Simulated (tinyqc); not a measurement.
Classical nucleation, growth and JMAK kinetics of crystallisation from a melt or glass: one step, computed by the program tinyqc. Command: `OMP_NUM_THREADS=1 python tinyqc.py 3016342 3016343 out.jsonl nucl walk`. One thread of a shared host (Intel(R) Xeon(R) Processor @ 2.30GHz), about 0.01 s of CPU time with the checks.

A spherical nucleus cap on a flat wall with a sharp interface of isotropic energy gamma; lambda = Omega^(1/3) is the jump distance.

Problem. Fraction transformed and grain size. JMAK with steady nucleation and growth, nuclei spread at random: extended fraction X_e = (pi/3) I u^3 t^4, X = 1 - exp(-X_e); t_X = [-3 ln(1 - X)/(pi I u^3)]^(1/4); final grains per volume = Gamma(5/4) (3/pi)^(1/4) (I/u)^(3/4), Gamma(5/4) = 0.9064024771. Grain size = (grains per volume)^(-1/3).

Inputs (values chosen for the exercise, for a model substance): temperature T = 1247 K; wall area per volume S_v = 120000 1/m; time t = 1.2e-06 s.

Nucleation: on a flat wall. Driving force: Turnbull (linear).

nucleation rate I = 1.896976e+22 1/(m^3 s)

growth velocity u = 1.057384e-06 m/s

Give: extended fraction; fraction X at t; half time t_0.5; grains per volume; grain size.

Solution.

extended fraction = 4.8698e-20

fraction X at t = 4.8698e-20

half time t_0.5 = 0.073707 s

grains per volume = 1.3889e+21 1/m^3

grain size = 0.089627 micrometre

t is 1.6e-5 half times: nearly nothing has crystallised. Caution: grains come out smaller than the spacing of the walls, so nuclei are not spread at random as JMAK assumes.
